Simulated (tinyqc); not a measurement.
Speciation in dilute and buffered hydrofluoric acid, oxide etch rate and bath loading: one step, computed by the program tinyqc.

Concentrations stand for activities, NH4+ and Cl- are spectators, and water ionisation is neglected. H, F and HF2 denote the ions H+, F- and HF2-. The base temperature is 298 K.

Task: One trial. Fluoride balance: [HF] + [F] + 2 [HF2] + 2 [H2F2] = HF added + NH4F added. Acid balance: [H] + [HF] + [HF2] + 2 [H2F2] = HF added + HCl added. For a trial [H], [HF] = [H][F]/K1, and the fluoride balance is a quadratic in [F]. Take pH = 3. The residual is the left side of the acid balance less the right.

Inputs (values chosen for the exercise, of the order of those for thermal oxide at room temperature):
```
quantity                 value   unit
HF added                 0.031  mol/L
NH4F added               0.015  mol/L
HCl added                    0  mol/L
K1 = [H][F]/[HF]      0.000649  mol/L
K2 = [HF2]/([HF][F])      3.85  L/mol
K3 = [H2F2]/[HF]^2           0  L/mol
```

Give: [F]; [HF]; [HF2]; [H2F2]; residual.

Result:

[F] = 0.01679 mol/L

[HF] = 0.02587 mol/L

[HF2] = 0.001672 mol/L

[H2F2] = 0 mol/L

residual = -0.002460 mol/L

The residual is negative, so the pH lies below 3.
